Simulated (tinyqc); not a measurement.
Metal-induced gap states at the contact of a metal chain and a two-band chain, step by step. Values are carried at full precision from step to step, so a last printed digit may differ when a step is redone from the rounded ones.

The semiconductor alternates sites A at -Eg/2 and C at +Eg/2 with hopping -t; the gap runs from -Eg/2 to Eg/2. In the gap cosh(q a) = 1 + (Eg^2/4 - E^2)/(2 t^2) and the amplitude changes by -exp(-q a) a period. The metal has site energy 0 and hopping -tm; its end site has g_m = (E - i sqrt(4 tm^2 - E^2))/(2 tm^2). Sites 1, 2, ... count into the semiconductor, with energies e1, e2 alternating. The clean half chain has g1 = 1/(E - e1 - t^2 g2), g2 = 1/(E - e2 - t^2 g1), decaying root. With the contact G11 = 1/(1/g1 - tc^2 g_m), and the density on site j is -Im G_jj/pi = |psi_j/psi_1|^2 (-Im G11/pi), per spin, with psi_2/psi_1 = -t g2, psi_3/psi_2 = -t g1.

Constants: e^2/(4 pi eps0) = 14.39964547 eV angstrom.

Parameters, chosen for this exercise (gap and optical dielectric constant near those of SiC; the chain itself is a model; shifted at random, so the results belong to these values and not to a real crystal):

| symbol | value | unit | meaning |
|---|---|---|---|
| Eg | 3.3 | eV | gap |
| t | 2.02 | eV | hopping in the semiconductor |
| a | 3.08 | angstrom | period (two sites); one chain for each area a^2 |
| E | 1.14 | eV | energy from mid-gap |
| tm | 3.28 | eV | hopping in the metal |
| tc | 2.36 | eV | hopping across the contact |
| end | A |  | site that touches the metal |
| eps | 6.3 |  | dielectric constant |

## Decay in the gap

Form cosh(q a), l = exp(-q a), q and the decay length 1/(2q) of the density.

cosh(q a) = 1.17436
l = 0.55863
q = 0.18905 1/angstrom
xi, the decay length of the density = 2.645 angstrom

## Green functions

The decaying root is g1 = (1 - l)/(E - e1), g2 = (1 - l)/(E - e2), l = exp(-q a). Form them, g_m and G11.

g1, g2 (1/eV): 0.15820  -0.86542

g_m = 0.05298-0.30024i 1/eV
G11 = 0.15408-0.04276i 1/eV

## Density site by site

D1 = -Im G11/pi, D2 = (t g2)^2 D1, and each further period multiplies by l^2. The sum over all sites is (D1 + D2)/(1 - l^2). The Green functions stand in the order g1, g2.

density on sites 1 to 8 (1/eV): 0.01361  0.04159  0.00425  0.01298  0.00133  0.00405  0.00041  0.00126

Ds, the density per spin summed over the semiconductor = 0.08024 1/eV

The first period holds 69 % of the gap states at this energy.

## Pinning factor

Gap states per area N = 2 Ds/a^2 (two spins). Charge in them sits a distance xi from the metal, so S = 1/(1 + 4 pi e^2 N xi/eps), e^2 meaning e^2/(4 pi eps0); S is the change of the barrier per change of the metal work function.

N = 1.692e+14 1/(eV cm^2)
4 pi e^2 N xi/eps = 1.2851
S = 0.4376

Partial pinning, between the Bardeen (0) and Schottky (1) limits.

## Checks

- g1 from the closed form against decimation: both 0.158196.

tinyqc: `OMP_NUM_THREADS=1 python tinyqc.py 1451894 1451895 out.jsonl`; about 0.01 s, one thread, shared Intel(R) Xeon(R) Processor @ 2.30GHz.
